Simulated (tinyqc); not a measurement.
# Carrier lifetime of a p-type layer with SRH, radiative, Auger and surface recombination: effects of single changes

Uniform excess density dn = dp (no trapping), n = n0 + dn, p = p0 + dn, Boltzmann statistics, full ionisation. Surfaces enter as a rate 2 S dn/d, which holds while diffusion to them is fast.

Parameters, values chosen for the exercise; band and dielectric values close to those of silicon:
- T = 300 K (temperature)
- Eg = 1.14 eV (band gap)
- Nc = 2.82e19 cm^-3 (conduction-band density of states at T)
- Nv = 2.6e19 cm^-3 (valence-band density of states at T)
- B = 4.63e-15 cm^3/s (radiative coefficient)
- N = 1.7e15 cm^-3 (acceptor density)
- Cn = 1.9e-31 cm^6/s (Auger coefficient (two electrons))
- Cp = 2.5e-31 cm^6/s (Auger coefficient (two holes))
- Nt = 1.9e10 cm^-3 (trap density)
- sn = 3e-16 cm^2 (capture cross-section for electrons)
- sp = 2e-17 cm^2 (capture cross-section for holes)
- vth = 2.1e7 cm/s (thermal velocity (both carriers))
- Et = 0.7 eV (trap level below the conduction band)
- S = 0 cm/s (surface recombination velocity (both faces))
- d = 4 um (sample thickness)

Constants: q = 1.602176634e-19 C, kB = 1.380649e-23 J/K, Vt = kB T/q. Results are converted to the units shown.

Each table varies one quantity; the others keep the values above.

## Lifetime against injection

ni = sqrt(Nc Nv) exp(-Eg/(2 Vt)), Eg in volts; majority density N/2 + sqrt(N^2/4 + ni^2), n0 p0 = ni^2; n1 = Nc exp(-Et/Vt), p1 = Nv exp((Et - Eg)/Vt); tn0 = 1/(sn vth Nt), tp0 = 1/(sp vth Nt). With e = n p - ni^2 = dn (n0 + p0 + dn): U_SRH = e/(tp0 (n + n1) + tn0 (p + p1)), U_rad = B e, U_Aug = (Cn n + Cp p) e, U_s = 2 S dn/d. Each tau is dn over its rate; tau = dn/U with U the sum.

Result of one run:
```
dn (cm^-3),tau_SRH (s),tau_rad (s),tau_Aug (s),tau (s),radiative share (%),largest path
1e14,0.015321,0.11999,1.1846,0.013432,11.194,SRH
```

What becomes of these results when the excess density dn is changed from 1e14 to 1e11 cm^-3, all else the same?

Result of the changed run:
```
dn (cm^-3),tau_SRH (s),tau_rad (s),tau_Aug (s),tau (s),radiative share (%),largest path
1e11,0.0083668,0.12704,1.3839,0.0078055,6.1441,SRH
```

The whole series:
```
dn (cm^-3),tau_SRH (s),tau_rad (s),tau_Aug (s),tau (s),radiative share (%),largest path
1e11,0.0083668,0.12704,1.3839,0.0078055,6.1441,SRH
1e12,0.0084331,0.12697,1.3818,0.0078629,6.1925,SRH
1e13,0.0090922,0.12631,1.3619,0.0084292,6.6736,SRH
1e14,0.015321,0.11999,1.1846,0.013432,11.194,SRH
1e15,0.054770,0.079994,0.42817,0.030216,37.773,SRH
1e16,0.11546,0.018460,0.017714,0.0083833,45.413,Auger
1e17,0.13157,0.0021237,2.2134e-4,2.0014e-4,9.4240,Auger
1e18,0.13345,2.1562e-4,2.2667e-6,2.2431e-6,1.0403,Auger
1e19,0.13365,2.1595e-5,2.2721e-8,2.2697e-8,0.10511,Auger
```

SRH recombination leads at dn = 1e11, Auger from 1e16 on. The total lifetime goes from 0.00781 through a maximum of 0.0302 (at dn = 1e15 among the rows listed) to 2.27e-8 s. tau_SRH goes from 0.00837 s (low-injection limit 0.00836 s) to 0.134 s (high-injection limit tn0 + tp0 = 0.134 s). Between the last two rows tau_rad goes as dn^(-1.00) and tau_Aug as dn^(-2.00); the radiative share goes from 6.14 through a maximum of 45.4 (at dn = 1e16 among the rows listed) to 0.105 %. For dn = 1e19 the carriers are degenerate, where B and the Auger coefficients no longer stay constant.

## Effect of the capture cross-section for electrons at dn = 8e16 cm^-3

Same model as above.

Here dn = 8e16 cm^-3.

The same in every row: tau_rad (s) = 0.002644; tau_Aug (s) = 3.436e-4.

Results:
```
sn (cm^2),tau_SRH (s),tau (s),radiative share (%),largest path
2e-20,125.4,3.041e-4,11.50,Auger
2e-19,12.65,3.041e-4,11.50,Auger
2e-17,0.2480,3.037e-4,11.49,Auger
2e-16,0.1352,3.034e-4,11.48,Auger
2e-15,0.1240,3.033e-4,11.47,Auger
2e-14,0.1228,3.033e-4,11.47,Auger
```

Estimate the missing row, sn = 2e-18 cm^2.

Computed row:
```
sn (cm^2),tau_SRH (s),tau (s),radiative share (%),largest path
2e-18,1.376,3.040e-4,11.50,Auger
```

With this row back in the table: Auger recombination leads at sn = 2e-20 and in all other rows. tau_SRH falls from 125 to 0.123 s and the total lifetime stays near 3.04e-4 s.

tinyqc, about 0.01 s, one thread, Intel Xeon 2.30GHz (shared host): `OMP_NUM_THREADS=1 python tinyqc.py 2300062 2300063 out.jsonl`
